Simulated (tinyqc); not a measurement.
Space-charge-limited current with shallow traps: one step of the calculation.

One carrier type, drift only, an injecting contact at x = 0 (zero field) and thickness L. The share th = y/(1 + y), y = (Nc/Nt) exp(-Et/kB T), of the injected charge is free: J = q mu n F, eps0 eps_r dF/dx = q (n - n0)/th.

Task. The exact current. Exact: with u = n0/n(L), w = -u - ln(1 - u) and v = -u - u^2/2 - ln(1 - u), V = (q n0 L^2/(th eps0 eps_r)) v/w^2 and J = q^2 n0^2 mu L/(th eps0 eps_r w). v/w^2 falls steadily with u, so u follows by bisection.

Values chosen for this exercise:
- T = 350 K (temperature)
- eps_r = 22.2 (relative permittivity)
- mu = 0.078 cm^2/(V s) (mobility)
- L = 5100 nm (thickness)
- Nc = 7.8e19 cm^-3 (band density of states)
- Nt = 2.8e15 cm^-3 (trap density)
- Et = 0.23 eV (trap depth)
- n0 = 9.4e12 cm^-3 (free carrier density in equilibrium)
- V = 5.6 V (voltage)

Constants: q = 1.602176634e-19 C, kB = 1.380649e-23 J/K, Vt = kB T/q, eps0 = 8.8541878128e-14 F/cm where lengths are in cm. Results are converted to the units shown.

Wanted: v/w^2; u; w; J; exit field over V/L.

Result.

v/w^2 = 26.174
u = 0.049463
w = 0.0012652
J = 0.038952 A/cm^2
exit field over V/L = 1.4937

J is 0.81 % below the plain sum of the two limits; the exit field lies between the ohmic 1 and the Mott-Gurney 1.5.

Range of the model: Diffusion and a field-dependent mobility are left out. With injecting contacts the diffusion current, about 4 pi^2 Vt th eps0 eps_r mu V/L^3, equals the Mott-Gurney current at V = 35 kB T/q (0.9 V at 300 K), so the drift-only result needs V well above that.

tinyqc, about 0.01 s, one thread, Intel Xeon 2.30GHz (shared host): `OMP_NUM_THREADS=1 python tinyqc.py 2370121 2370122 out.jsonl`
